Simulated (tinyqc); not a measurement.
Ellipsometry and reflectance of a transparent film on an absorbing substrate: one step of the calculation.

Air (index 1), film, substrate with N2 = n2 - i k2; time factor exp(+i w t). q_j = sqrt(N_j^2 - sin^2 th), root with positive real part. Fresnel coefficients r_s = (q_a - q_b)/(q_a + q_b), r_p = (N_b^2 q_a - N_a^2 q_b)/(N_b^2 q_a + N_a^2 q_b). tan(Psi) exp(i Delta) = R_p/R_s, Delta taken from 0 to 360 degrees.

Problem. Interface coefficients and thickness period. q0, q1, q2 and the coefficients r01 and r12 for p and s; the results repeat in d with the period lam/(2 q1).

Parameters, values chosen for the exercise; indices close to those of titanium dioxide on silicon:
```
symbol,value,unit,meaning
lam,632.8,nm,wavelength
th,75,degrees,angle of incidence
n1,2.386,,index of the transparent film
n2,3.882,,index of the substrate
k2,0.019,,extinction coefficient of the substrate
```

Wanted: q0; q1; q2; r01,p; r01,s; r12,p; r12,s; period.

Solution.

q0 = 0.2588
q1 = 2.182
q2 = 3.760-0.020i
r01,p = -0.1938
r01,s = -0.7879
r12,p = 0.2114-0.0022i
r12,s = -0.2656+0.0024i
period = 145.0 nm

Numbers from tinyqc (`OMP_NUM_THREADS=1 python tinyqc.py 2870175 2870176 out.jsonl`; about 0.2 s on one thread of a shared Intel Xeon 2.30GHz).
